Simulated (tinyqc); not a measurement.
Van der Pauw, Hall and four-point-probe measurements on a doped layer: one step of the calculation.

A uniform p-type layer with sheet resistance Rs = 1/(q ns mu), point contacts, low field (mu B small).

Problem. Resistances and Hall voltage. Rs = 1/(q ns mu). For a rectangle with contacts at the corners, RA = (8 Rs/pi) sum_(k>=0) ln coth((2k + 1) pi a/(2 b)) with current along a short side b and voltage along the opposite one, RB the same with a and b exchanged; Hall voltage VH = rH B I/(q ns), negative for electrons.

Parameters, values chosen for the exercise: sheet density of the layer ns = 3.5e13 cm^-2; drift mobility mu = 18 cm^2/(V s); Hall factor rH = 1.18; magnetic field B = 0.5 T; current I = 50 uA; side ratio a/b of a rectangular sample with corner contacts ar = 1.31.

Constants: q = 1.602176634e-19 C. Results are converted to the units shown.

Find: Rs; RA; RB; VH.

Solution.

Rs = 9907.2 ohm/square
RA = 823.65 ohm
RB = 4636.6 ohm
VH = 0.52607 mV

RB/RA = 5.63; for a square both equal Rs ln 2/pi = 2190 ohm.

Numbers from tinyqc (`OMP_NUM_THREADS=1 python tinyqc.py 2850112 2850113 out.jsonl`; about 0.01 s on one thread of a shared Intel Xeon 2.30GHz).
